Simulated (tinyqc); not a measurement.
Inside a calculation: short-period [001] superlattice in sp3s* tight binding. Values are carried at full precision from step to step, so a last printed digit may differ when a step is redone from the rounded ones.

sp3s* tight binding, nearest neighbours only: anion (a) at 0, cation (c) at a/4 (1,1,1), orbitals s, px, py, pz, s* on each; k in units of 2 pi/a. With phases e_j = exp(i (pi/2) k.n_j) for n = (1,1,1), (1,-1,-1), (-1,1,-1), (-1,-1,1): g0 = (e1+e2+e3+e4)/4, g1 = (e1+e2-e3-e4)/4, g2 = (e1-e2+e3-e4)/4, g3 = (e1-e2-e3+e4)/4. The diagonal holds the levels Esa, Epa, Exa (s*) and Esc, Epc, Exc. Anion-cation block: <sa|sc> = Vss g0; <sa|xc> = Vsapc g1; <xa|sc> = -Vscpa g1; <xa|xc> = Vxx g0; <xa|yc> = <ya|xc> = Vxy g3, <xa|zc> = <za|xc> = Vxy g2, <ya|zc> = <za|yc> = Vxy g1; <s*a|xc> = Vxapc g1; <xa|s*c> = -Vpaxc g1; y and z take g2 and g3 in place of g1; s-s* and s*-s* vanish.

Inputs chosen for the exercise (A near a published set for GaAs, B for AlAs; the results hold for these values, not for the real material):
```
symbol  value                                                                                          unit  meaning
pA      (-8.354, 1.042, -2.658, 3.663, 8.578, 6.75, -6.444, 1.954, 5.089, 4.485, 5.784, 4.839, 4.81)   eV    order Esa, Epa, Esc, Epc, Exa, Exc, Vss, Vxx, Vxy, Vsapc, Vscpa, Vxapc, Vpaxc
pB      (-7.508, 0.981, -1.166, 3.589, 7.492, 6.72, -6.661, 1.879, 4.304, 5.114, 5.502, 4.513, 4.999)  eV    the same for B
dEv     0.5                                                                                            eV    valence offset: Ev(B) lies this far below Ev(A)
n       2                                                                                                    monolayers of A
m       1                                                                                                    monolayers of B
```

## Band line-up of the two bulk crystals

Edges on the common scale: Ev, the conduction level at Gamma, the minimum on (kx,0,0) for kx from 0.5 to 1, and the level at X.

Edges (eV):
```
crystal       Ev   Gamma  Delta minimum       X
A         0.0000  1.5396         2.0269  2.0269
B        -0.5000  2.5424         1.7816  1.8183
```

For Gamma electrons A is the well, 1.003 eV deep; for X electrons B is, 0.209 eV deep; holes sit in A.

## Shifted levels

Planes alternate anion, cation along [001], a/4 apart; at zero in-plane momentum s, pz, s* form one block. All levels of A are shifted so that its Ev (lower root of [[Epa, Vxx], [Vxx, Epc]]) is 0, and those of B so that its Ev is -dEv. A monolayer is an anion plane and the cation plane above it; an anion between unlike cations takes the mean of the two anion levels; each bond takes the couplings of its cation. Block from an anion to the cation above: U with Vss/2 (s,s), Vsapc/2 (s,z), -Vscpa/2 (z,s), Vxx/2 (z,z), Vxapc/2 (s*,z), -Vpaxc/2 (z,s*); to the cation below: the same with the s-z and s*-z signs reversed. The cell of n + m monolayers is closed with the phase exp(2 pi i q). No spin-orbit coupling. In this block 2 (n + m) levels are filled.

Parameters in the order Esa, Epa, Esc, Epc, Exa, Exc, Vss, Vxx, Vxy, Vsapc, Vscpa, Vxapc, Vpaxc. Find Ev of each set and shift the levels.

Ev before the shift (eV): A -0.0003, B -0.0022

Levels (eV):
```
plane                  s       p      s*
anion A          -8.3537  1.0423  8.5783
cation A         -2.6577  3.6633  6.7503
anion B          -8.0058  0.4832  6.9942
cation B         -1.6638  3.0912  6.2222
interface anion  -8.1798  0.7627  7.7862
```

## The matrix for n = 2, m = 1 at q = 0

Planes in the order a1, c1, a2, c2, ...; the A cations come first.

H (eV):
```
        sa1     za1     *a1     sc1     zc1     *c1     sa2     za2     *a2     sc2     zc2     *c2
sa1  -8.180       0       0  -3.222   2.243       0       0       0       0       0       0       0
za1       0   0.763       0  -2.892   0.977  -2.405       0       0       0       0       0       0
*a1       0       0   7.786       0   2.420       0       0       0       0       0       0       0
sc1  -3.222  -2.892       0  -2.658       0       0  -3.222   2.892       0       0       0       0
zc1   2.243   0.977   2.420       0   3.663       0  -2.243   0.977  -2.420       0       0       0
*c1       0  -2.405       0       0       0   6.750       0   2.405       0       0       0       0
sa2       0       0       0  -3.222  -2.243       0  -8.354       0       0  -3.222   2.243       0
za2       0       0       0   2.892   0.977   2.405       0   1.042       0  -2.892   0.977  -2.405
*a2       0       0       0       0  -2.420       0       0       0   8.578       0   2.420       0
sc2       0       0       0       0       0       0  -3.222  -2.892       0  -2.658       0       0
zc2       0       0       0       0       0       0   2.243   0.977   2.420       0   3.663       0
*c2       0       0       0       0       0       0       0  -2.405       0       0       0   6.750
sa3       0       0       0       0       0       0       0       0       0  -3.222  -2.243       0
za3       0       0       0       0       0       0       0       0       0   2.892   0.977   2.405
*a3       0       0       0       0       0       0       0       0       0       0  -2.420       0
sc3  -3.330   2.751       0       0       0       0       0       0       0       0       0       0
zc3  -2.557   0.940  -2.256       0       0       0       0       0       0       0       0       0
*c3       0   2.499       0       0       0       0       0       0       0       0       0       0

        sa3     za3     *a3     sc3     zc3     *c3
sa1       0       0       0  -3.330  -2.557       0
za1       0       0       0   2.751   0.940   2.499
*a1       0       0       0       0  -2.256       0
sc1       0       0       0       0       0       0
zc1       0       0       0       0       0       0
*c1       0       0       0       0       0       0
sa2       0       0       0       0       0       0
za2       0       0       0       0       0       0
*a2       0       0       0       0       0       0
sc2  -3.222   2.892       0       0       0       0
zc2  -2.243   0.977  -2.420       0       0       0
*c2       0   2.405       0       0       0       0
sa3  -8.180       0       0  -3.330   2.557       0
za3       0   0.763       0  -2.751   0.940  -2.499
*a3       0       0   7.786       0   2.256       0
sc3  -3.330  -2.751       0  -1.664       0       0
zc3   2.557   0.940   2.256       0   3.091       0
*c3       0  -2.499       0       0       0   6.222
```

## Levels of the small cell

Diagonalise (s, pz, s* block of a cell with n = 2, m = 1; px and py are apart). The lowest 6 levels are filled. Give the share of the cation weight of the lowest empty level that lies on the A cations, c1 and c2.

levels (eV): [-12.449, -11.081, -10.900, -5.822, -5.502, -0.164, 1.800, 2.197, 2.214, 2.713, 2.786, 4.498, 6.574, 8.025, 9.290, 9.456, 10.462, 11.071]

share on A cations = 0.831

The lowest empty level is number 7, at 1.800 eV.

## Checks

- Cell of two equal monolayers against the bulk levels at Gamma and X: they agree to 1e-10 or better.

tinyqc: `OMP_NUM_THREADS=1 python tinyqc.py 1481513 1481514 out.jsonl`; about 0.3 s, one thread, shared Intel(R) Xeon(R) Processor @ 2.30GHz.
